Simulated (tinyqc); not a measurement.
Harmonic transition-state theory with quantum, tunnelling and friction corrections: one step, computed by the program tinyqc.

One atom hops between equivalent sites; three modes at the minimum and two real modes at the saddle are treated as harmonic, the rest of the crystal as unchanged; melting is ignored, so hot rows may lie above the melting point.

Problem. Quantum harmonic rate. Vineyard: nu* = product of minimum frequencies / product of real saddle frequencies; k_cl = nu* exp(-E_b/(k_B T)). Quantum harmonic: k_q = (k_B T/h) [prod 2 sinh(x_i/2) (minimum) / prod 2 sinh(x_j/2) (saddle)] exp(-E_b/(k_B T)), x = h nu/(k_B T). Zero-point correction to the barrier = (h/2)(sum of saddle frequencies - sum of minimum frequencies).

Inputs (values chosen for the exercise, modelled on interstitial lithium in silicon): barrier E_b = 0.638 eV; temperature T = 392 K.

Lattice of sites: three-dimensional.

frequencies at the minimum (THz): 10.5  11.2  11.2

real frequencies at the saddle (THz): 13  14.5

Constants: h x 1 THz = 4.135667696 meV; k_B = 8.617333262e-05 eV/K.

Give: x at the minimum; x at the saddle; zero-point correction; quantum harmonic rate k_q; ratio k_q/k_cl.

Solution.

x at the minimum: 1.286  1.371  1.371

x at the saddle: 1.592  1.775

zero-point correction = -11.17 meV

quantum harmonic rate k_q = 43433 1/s

ratio k_q/k_cl = 0.9908

To second order in x the ratio is 1 + (sum x_i^2 - sum x_j^2)/24 = 0.9887.
